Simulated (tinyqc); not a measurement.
Comparisons within one model: Shockley-Read-Hall recombination through one deep level. A value that a table varies takes the place of the one given here.

One level at Et with degeneracy 1: tn = 1/(sn vth Nt), tp = 1/(sp_ vth Nt), n1 = Nc exp((Et - Eg)/kT), p1 = Nv exp(-Et/kT), ni^2 = n1 p1. Equilibrium n0 = Nm, p0 = ni^2/Nm; n = n0 + dn, p = p0 + dn. U = (n p - ni^2)/(tp (n + n1) + tn (p + p1)), lifetime dn/U; emission rates en = sn vth n1, ep = sp_ vth p1.

Constants: kB = 8.617333262e-05 eV/K.

Values chosen for the exercise (gap and densities of states near those of Si at this temperature; the results hold for these values, not for the real material): E1 = 0.234 eV (level (0/-1) above Ev); E2 = 0.791 eV (level (-1/-2) above Ev); gm = 1 (degeneracy of the middle state, the others 1); T = 300 K; Eg = 1.122 eV (gap); Nc = 2.72e+19 1/cm^3 (conduction-band density of states); Nv = 1.14e+19 1/cm^3 (valence-band density of states); Nd = 7.9e+14 1/cm^3 (ionised shallow donors minus acceptors); Et = 0.791 eV (recombination level above Ev); Nt = 3.3e+13 1/cm^3 (defects); sn = 1e-15 cm^2 (electron capture cross-section); sp_ = 3.3e-14 cm^2 (hole capture cross-section); vth = 22000000 cm/s (thermal velocity, both carriers); Nm = 9.1e+14 1/cm^3 (equilibrium electrons for the lifetime steps); dn = 6.9e+16 1/cm^3 (excess pairs).

## Charge state against the Fermi level (deep level with several charge states)

Energies from Ev. The defect has charge states 0, -1, -2 with weights 1, gm exp((EF - E1)/kT), exp((2 EF - E1 - E2)/kT); the shares are the weights over their sum. Boltzmann carriers: n = Nc exp((EF - Eg)/kT), p = Nv exp(-EF/kT). Neutrality: p - n + Nd + Nt <q> = 0.

Shares:
```
EF (eV)      0     -1     -2     <q>
0.067    0.998  0.002  0.000  -0.002
0.157    0.952  0.048  0.000  -0.048
0.247    0.377  0.623  0.000  -0.623
0.337    0.018  0.982  0.000  -0.982
0.426    0.001  0.999  0.000  -0.999
0.516    0.000  1.000  0.000  -1.000
0.606    0.000  0.999  0.001  -1.001
0.696    0.000  0.975  0.025  -1.025
0.785    0.000  0.558  0.442  -1.442
0.875    0.000  0.037  0.963  -1.963
0.965    0.000  0.001  0.999  -1.999
1.055    0.000  0.000  1.000  -2.000
```

What can be read from the table?

Where the levels are several kT apart the middle state rules between about E1 - kT ln gm = 0.234 and E2 + kT ln gm = 0.791 eV; its largest share listed is 1.000. Each step spreads from 10 % to 90 % over 4.4 kT = 0.114 eV.

## Defects against doping (deep level with several charge states)

Nt takes the listed multiples of |Nd|; the resistivity uses mobilities of 1000 (electrons) and 300 (holes) cm^2/(V s), chosen for the exercise, and e = 1.602176634e-19 C.

Neutral state:
```
Nt/|Nd|  EF (eV)  n (1/cm^3)  p (1/cm^3)  rho (ohm cm)
0.01      0.8514    7.75e+14    5.67e+04          8.05
0.10      0.8465    6.40e+14    6.86e+04          9.75
0.30      0.8314    3.57e+14    1.23e+05          17.5
0.60      0.7916    7.64e+13    5.75e+05          81.6
0.90      0.7340    8.27e+12    5.31e+06           755
1.10      0.3197    9.05e+05    4.85e+13           429
1.50      0.2801    1.96e+05    2.25e+14          92.7
3.00      0.2494    5.96e+04    7.37e+14          28.2
10.00     0.2211    2.00e+04    2.20e+15          9.47
```

What does this show, and why?

EF goes from 0.851 to 0.221 eV and the resistivity from 8.05 to 9.47 ohm cm, with a largest value of 755. The largest move of EF, -0.414 eV, comes between Nt/|Nd| = 0.9 and 1.1; the levels lie at 0.234 and 0.791 eV. A defect can take up to two electrons, so EF leaves the neighbourhood of the band edge near Nt = Nd/2 and drops from the upper towards the lower level near Nt = Nd. The type changes along the table.

## Lifetime against injection

Recombination:
```
dn (1/cm^3)  lifetime (microsecond)  U (1/(cm^3 s))
1.0e+11                     0.04532        2.21e+18
1.0e+12                     0.04668        2.14e+19
1.0e+13                     0.06011        1.66e+20
1.0e+14                      0.1812        5.52e+20
1.0e+15                      0.7645        1.31e+21
1.0e+16                       1.305        7.67e+21
1.0e+17                       1.407        7.11e+22
1.0e+18                       1.418        7.05e+23
```

How do the results move?

The lifetime rises from 0.04532 to 1.418 microsecond; tn + tp = 1.419. At low injection it is tp (1 + n1/n0) + tn p1/n0 with n1/Nm = 0.082 and p1/Nm = 6.5e-10: re-emission lengthens it to 1.09 times the minority capture time. Auger and radiative paths are left out; they cut in at the highest injections, and in a doped direct-gap crystal the radiative one counts at all injections. dn = dp neglects trapped charge, which matters where the traps hold a charge comparable with dn, at low injection and with very unequal cross sections.

## Where a level does most harm

Et takes the values listed; G = Nt en ep/(en + ep) in a depleted region; the lifetime is for dn = 1e11 1/cm^3.

Results:
```
Et (eV)  lifetime (microsecond)  G (1/(cm^3 s))
0.067                  1.29e+03        3.73e+07
0.157                      39.8        1.21e+09
0.247                      1.26        3.95e+10
0.337                    0.0795        1.28e+12
0.426                    0.0431        4.01e+13
0.516                    0.0419        1.30e+15
0.606                    0.0419        1.26e+16
0.696                    0.0420        5.54e+14
0.785                    0.0446        1.77e+13
0.875                     0.130        5.46e+11
0.965                      2.92        1.68e+10
1.055                      93.5        5.17e+08
```

What does this show?

Generation peaks where en = ep, at Eg/2 + (kT/2) ln(sp_ Nv/(sn Nc)) = 0.595 eV; the largest value listed is at 0.606 eV, and G falls by a decade for each 0.060 eV away from the peak. The lifetime is within a factor 2 of its minimum, 0.0419 microsecond, from 0.337 to 0.785 eV: recombination tolerates a wide range of Et, generation a narrow one.

## What moves lifetime and leakage

G = Nt en ep/(en + ep). Each row changes one parameter from the base and keeps the others.

Results:
```
case                  lifetime (microsecond)  G (1/(cm^3 s))
base                                   1.401        1.41e+13
Et = 0.831 eV                          1.401        2.99e+12
sn = 2e-15 cm^2                       0.7215        1.41e+13
sp_ = 6.6e-14 cm^2                     1.380        2.81e+13
Nt = 1.65e+13 1/cm^3                   2.803        7.03e+12
Nm = 2.73e+15 1/cm^3                   1.367        1.41e+13
dn = 2.07e+17 1/cm^3                   1.413        1.41e+13
```

What does this show?

The largest shifts from the base row, up to three for each result and ties (the steps differ in size, so this ranks the rows, not the parameters). lifetime (microsecond): Nt +1.40, sn -0.680, Nm -0.0345; unchanged at the printed digits by Et. G (1/(cm^3 s)): sp_ +1.41e+13, Et -1.11e+13, Nt -7.03e+12; unchanged at the printed digits by sn, Nm and dn.

Computed by tinyqc, a small Python program: `OMP_NUM_THREADS=1 python tinyqc.py 1682572 1682573 out.jsonl` (the numbers bound the seed that draws the inputs); one thread of a shared host (Intel(R) Xeon(R) Processor @ 2.30GHz), about 0.01 s for the whole set of steps.
